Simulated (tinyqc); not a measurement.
Field dependence: Hall effect and magnetoresistance of several carrier groups with constant relaxation times. Computed by tinyqc, a small Python program. Command: `OMP_NUM_THREADS=1 python tinyqc.py 3025613 3025614 out.jsonl hall2 walk`. One thread of a shared host (Intel(R) Xeon(R) Processor @ 2.30GHz), about 0.01 s of CPU time with the checks.

Group 1 has charge +e and group 2 charge +e; s_i is that sign. B lies along z; mu B is formed with mu in m^2/(V s).

Inputs (values chosen for the exercise, for a model conductor):
```
quantity        value        unit
density n1    3.8e+16      1/cm^3
mobility mu1    73000  cm^2/(V s)
density n2    1.4e+18      1/cm^3
mobility mu2     3000  cm^2/(V s)
```

Carriers: light and heavy holes. Densities: per volume.

Constants: e = 1.602176634e-19 C.

Method:
- Weak field: R_H(0) = sum s_i n_i mu_i^2/(e (sum n_i mu_i)^2); MR = c B^2 with c = n1 n2 mu1 mu2 (s1 mu1 - s2 mu2)^2/(n1 mu1 + n2 mu2)^2. Strong field: R_H = 1/(e sum s_i n_i); rho_xx saturates at (n1/mu1 + n2/mu2)/(e (sum s_i n_i)^2).
- sigma_xx = sum n_i e mu_i/(1 + mu_i^2 B^2); sigma_xy = sum s_i n_i e mu_i^2 B/(1 + mu_i^2 B^2).
- rho_xx = sigma_xx/(sigma_xx^2 + sigma_xy^2); Hall coefficient R_H = sigma_xy/(B (sigma_xx^2 + sigma_xy^2)), with B in V s/cm^2 (1 T = 1e-4 V s/cm^2); magnetoresistance MR = rho_xx(B)/rho_xx(0) - 1.

saturation MR = 57.5633 %

Against the field:
```
B (T)        mu1 B  rho_xx (ohm cm)  R_H (cm^3/C)      MR (%)
0.0068  4.9640e-02        0.0008955        27.582  5.4225e-02
0.021   1.5330e-01        0.0008996        27.397  5.1303e-01
0.055   4.0150e-01        0.0009249        26.252  3.3444e+00
0.14    1.0220e+00        0.0010421        20.961  1.6437e+01
0.34    2.4820e+00        0.0012567        11.270  4.0417e+01
0.82    5.9860e+00        0.0013751         5.922  5.3650e+01
2.1     1.5330e+01        0.0014045         4.596  5.6930e+01
5.5     4.0150e+01        0.0014093         4.378  5.7470e+01
16      1.1680e+02        0.0014100         4.345  5.7552e+01
```

What does the comparison show, and why?

MR starts as B^1.99 and ends as B^0.00; it saturates at 57.6 %. One group alone would show no magnetoresistance in this model. The rows with mu1 B well above 1 show the semiclassical limit; Landau quantisation is left out.
